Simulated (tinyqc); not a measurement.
Time-domain thermoreflectance: layered heat flow under a modulated pulse train, and what the signal ratio measures: one step, computed by the program tinyqc. Command: `OMP_NUM_THREADS=1 python tinyqc.py 3113665 3113666 out.jsonl tdtr walk`. One thread of a shared host (Intel(R) Xeon(R) Processor @ 2.30GHz), about 0.1 s of CPU time with the checks.

Pulses repeat at 80 MHz; heat is laid down at the surface, all layers are isotropic.

Question. Length and time scales. Penetration depth sqrt(kappa/(pi f C)); effusivity sqrt(kappa C); cooling time of the metal d C_m/G; Kapitza length kappa/G.

Inputs (values chosen for the exercise, modelled on aluminium on a SiGe alloy):
```
quantity,value,unit
metal thickness d,89,nm
metal heat capacity,2.42,MJ/(m^3 K)
boundary conductance G under the metal,120,MW/(m^2 K)
substrate conductivity kappa,8.37,W/(m K)
substrate heat capacity C,1.67,MJ/(m^3 K)
modulation frequency f,5,MHz
"spot radius w (1/e^2, pump and probe)",11,micrometre
```

Stack: metal, substrate.

Give: penetration depth; effusivity; cooling time of the metal; Kapitza length; depth over spot radius.

Answer.

penetration depth = 0.56486 micrometre

effusivity = 3738.7 W s^(1/2)/(m^2 K)

cooling time of the metal = 1794.8 ps

Kapitza length = 69.75 nm

depth over spot radius = 0.051351
